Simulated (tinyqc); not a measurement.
Inside a calculation. Method: lattice vibrations of a chain. Computed by tinyqc, a small Python program that keeps every step. Command: `OMP_NUM_THREADS=1 python tinyqc.py 22256 22257 out.jsonl` (the two numbers bound the seeds that draw the settings). One thread of a shared host (Intel(R) Xeon(R) Processor @ 2.60GHz), about 0.01 s of CPU time with the checks.

## Dynamical matrix at q = 0.42

A chain moving along its axis:
```
atom                mass (u)  spring to the next atom (eV/angstrom^2)
1                  90.800000                                14.900000
2                  43.400000                                12.200000
second neighbours          -                                 1.900000
```

q is in units of 2 pi/a. A spring k from atom i to atom j, n cells on, adds k to Phi_ii and Phi_jj, -k exp(2 pi i q n) to Phi_ij and the conjugate to Phi_ji (for one atom a cell: 2k (1 - cos 2 pi q n)); D_ij = Phi_ij / sqrt(m_i m_j).

D(q) (eV/(angstrom^2 u)):
```
                     1                    2
1             0.376982  -0.067050+0.093626i
2  -0.067050-0.093626i             0.788709
```

## Frequencies

omega^2 are the eigenvalues; wavenumber = 521.4708 sqrt(eigenvalue) 1/cm.

eigenvalues: 0.346961  0.818729

wavenumbers (1/cm): 307.2  471.8

weights |e|^2 of the mass-weighted modes:
```
          mode 1    mode 2
atom 1  0.936366  0.063634
atom 2  0.063634  0.936366
```

## Dispersion and heat capacity

C/k_B per atom = mean over q = (j + 1/2)/80, j = 0..39 and all branches of y^2 e^y/(e^y - 1)^2, y = hc wavenumber / k_B T.

Wavenumbers (1/cm):
```
q           branch 1    branch 2
0.000000    0.000000  500.960098
0.062500   57.054838  500.384305
0.125000  112.629648  498.580511
0.187500  165.247793  495.356056
0.250000  213.406751  490.518791
0.312500  255.466176  484.102086
0.375000  289.375948  476.755544
0.437500  312.249448  470.279520
0.500000  320.512653  467.560554
```

Heat capacity:
```
T (K)  C/k_B per atom
20           0.050191
50           0.130908
100          0.294075
200          0.609074
300          0.780553
600          0.935387
1200         0.983116
```

zero-point energy per atom = 21.196636 meV
